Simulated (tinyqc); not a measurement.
# Input admittance of a MOSFET at zero drain bias: distributed channel and distributed gate: effects of single changes

Source and drain grounded, strong inversion, w = 2 pi f, Cox = eps0 eox/tox. The channel is an RC line of resistance 1/(mu Cox Vo) per square fed from both ends, so one finger has the intrinsic admittance y = i w Cox L tanh(g)/g per width, g = (1/2) sqrt(i w tau), tau = L^2/(mu Vo). The vertical resistance rv/L is in series with y, the overlaps 2 i w Cov in parallel: y_t = 1/(1/y + rv/L) + 2 i w Cov. The gate strip is a line of Rsh/L per length loaded by y_t, so a finger has Y = y_t Wf tanh(k)/k, k = (Wf/sd) sqrt(y_t Rsh/L); the device has Nf Y.

Parameters, values chosen for the exercise; values of the order met in silicon radio-frequency transistors: relative permittivity of the gate insulator (close to silicon dioxide) eox = 3.9; insulator thickness tox = 5 nm; channel length L = 0.88 um; finger width Wf = 1.8 um; number of fingers Nf = 64; channel mobility mu = 440 cm^2/(V s); gate overdrive Vo = 0.28 V; sheet resistance of the gate Rsh = 4 ohm/square; vertical resistivity of the gate stack rv = 3.8 ohm um^2; number of ends at which a finger is contacted sd = 1; overlap and fringe capacitance on each side Cov = 0.32 fF/um; frequency f = 22 GHz.

Constants: eps0 = 8.8541878128e-14 F/cm where lengths are in cm. Results are converted to the units shown.

Each table varies one quantity; the others keep the values above.

## Input impedance against frequency

Low-frequency limits, with c = Cox L and ct = c + 2 Cov: R_strip = Rsh Wf/(3 sd^2 L Nf), R_ch = (c/ct)^2 L/(12 mu Cox Vo Wf Nf), R_vert = (c/ct)^2 rv/(L Wf Nf), C = ct Wf Nf. Z = 1/(Nf Y) = R + 1/(i w C), Q = |Im Z|/R, far-point signal |1/cosh k|.

The same in every row: low-frequency R (ohm) = 6.197.

Result of one run:

| f (GHz) | w tau | \|k\| | R (ohm) | C (fF) | Q | signal at the far point |
|---|---|---|---|---|---|---|
| 0.2 | 0.07899 | 0.01115 | 6.197 | 773.8 | 165.9 | 1.000 |

What becomes of these results when the frequency f is changed from 0.2 to 300 GHz, all else the same?

Result of the changed run:

| f (GHz) | w tau | \|k\| | R (ohm) | C (fF) | Q | signal at the far point |
|---|---|---|---|---|---|---|
| 300 | 118.5 | 0.2124 | 1.419 | 214.1 | 1.747 | 0.9890 |

The whole series:

| f (GHz) | w tau | \|k\| | R (ohm) | C (fF) | Q | signal at the far point |
|---|---|---|---|---|---|---|
| 0.2 | 0.07899 | 0.01115 | 6.197 | 773.8 | 165.9 | 1.000 |
| 0.5 | 0.1975 | 0.01763 | 6.197 | 773.8 | 66.38 | 1.000 |
| 1 | 0.3949 | 0.02492 | 6.197 | 773.6 | 33.20 | 1.000 |
| 3 | 1.185 | 0.04304 | 6.191 | 771.8 | 11.10 | 0.9999 |
| 8 | 3.160 | 0.06896 | 6.153 | 759.9 | 4.255 | 0.9995 |
| 20 | 7.899 | 0.09976 | 5.935 | 697.2 | 1.923 | 0.9977 |
| 50 | 19.75 | 0.1264 | 4.924 | 502.5 | 1.286 | 0.9951 |
| 100 | 39.49 | 0.1498 | 3.349 | 342.9 | 1.386 | 0.9935 |
| 300 | 118.5 | 0.2124 | 1.419 | 214.1 | 1.747 | 0.9890 |

R falls from 6.20 to 1.42 ohm and C falls from 774 to 214 fF. Q goes as f^(-1.00) between the first two rows and f^(0.21) between the last two, where w tau = 118 and |k| = 0.212. The low-frequency limits hold both R and C within 5 % up to f = 8 GHz among the rows.

## Dividing a fixed width into fingers

Total width Wf Nf = 120 um; each finger also has a contact resistance Rc at each contacted end, which adds Rc/(sd Nf). The resistances are low-frequency limits, good while |k| is below about 1; the far-point signal is |1/cosh k| at f, without Rc.

The same in every row: R_ch + R_vert (ohm) = 5.908.

Results:

| Nf | Wf (um) | R_strip (ohm) | Rc/(sd Nf) for Rc = 30 ohm (ohm) | sum (ohm) | signal at the far point |
|---|---|---|---|---|---|
| 1 | 120.0 | 181.8 | 30.00 | 217.7 | 0.005450 |
| 2 | 60.00 | 45.45 | 15.00 | 66.36 | 0.1047 |
| 4 | 30.00 | 11.36 | 7.500 | 24.77 | 0.4604 |
| 8 | 15.00 | 2.841 | 3.750 | 12.50 | 0.8239 |
| 16 | 7.500 | 0.7102 | 1.875 | 8.494 | 0.9553 |
| 64 | 1.875 | 0.04439 | 0.4688 | 6.422 | 0.9972 |
| 128 | 0.9375 | 0.01110 | 0.2344 | 6.154 | 0.9993 |

Estimate the missing row, Nf = 32.

Computed row:

| Nf | Wf (um) | R_strip (ohm) | Rc/(sd Nf) for Rc = 30 ohm (ohm) | sum (ohm) | signal at the far point |
|---|---|---|---|---|---|
| 32 | 3.750 | 0.1776 | 0.9375 | 7.023 | 0.9889 |

With this row back in the table: R_strip falls as 1/Nf^2, from 182 to 0.0111 ohm, the contact term as 1/Nf, and R_ch + R_vert stays at 5.91 ohm since the total width is fixed. The sum is within a factor 1.5 of that floor from Nf = 16 on. More fingers add wiring capacitance, which is left out.

Computed by the program tinyqc: `OMP_NUM_THREADS=1 python tinyqc.py 2262138 2262139 out.jsonl`, one thread of a shared Intel Xeon 2.30GHz, about 0.01 s for the whole run.
